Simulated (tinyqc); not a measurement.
# Shape of the distribution and failure rate

For F(t) = 1 - exp(-(t/t63)^beta): mean t63 Gamma(1 + 1/beta), median t63 (ln 2)^(1/beta), deviation t63 sqrt(Gamma(1 + 2/beta) - Gamma(1 + 1/beta)^2), failure rate (beta/t63)(t/t63)^(beta - 1).

Values chosen for this exercise:
- t63 = 4100 s (characteristic time of a test capacitor)

Results:
```
beta	mean (s)	median (s)	deviation/mean	rate at 0.01 t63 (1/s)	rate at t63 (1/s)
0.5	8200.0	1969.9	2.2361	0.0012195	1.2195e-4
0.7	5189.9	2428.8	1.4624	6.7970e-4	1.7073e-4
1	4100.0	2841.9	1.0000	2.4390e-4	2.4390e-4
1.7	3658.2	3304.9	0.60548	1.6507e-5	4.1463e-4
2.2	3631.1	3470.8	0.47983	2.1362e-6	5.3659e-4
3	3661.2	3628.5	0.36345	7.3171e-8	7.3171e-4
4	3716.3	3741.0	0.28054	9.7561e-10	9.7561e-4
```

Estimate the missing row, beta = 1.3.

Computed row:
```
beta	mean (s)	median (s)	deviation/mean	rate at 0.01 t63 (1/s)	rate at t63 (1/s)
1.3	3786.7	3092.7	0.77572	7.9645e-5	3.1707e-4
```

With this row back in the table: The relative spread falls from 2.24 to 0.281. For beta < 1 the rate falls with time (early failures), at 1 it is constant, 2.44e-4 1/s, and above 1 it grows (wear-out): the early rate goes from 10.0 times the rate at t63 to 1.00e-6 times.

tinyqc, about 0.01 s, one thread, Intel Xeon 2.30GHz (shared host): `OMP_NUM_THREADS=1 python tinyqc.py 2070083 2070084 out.jsonl`
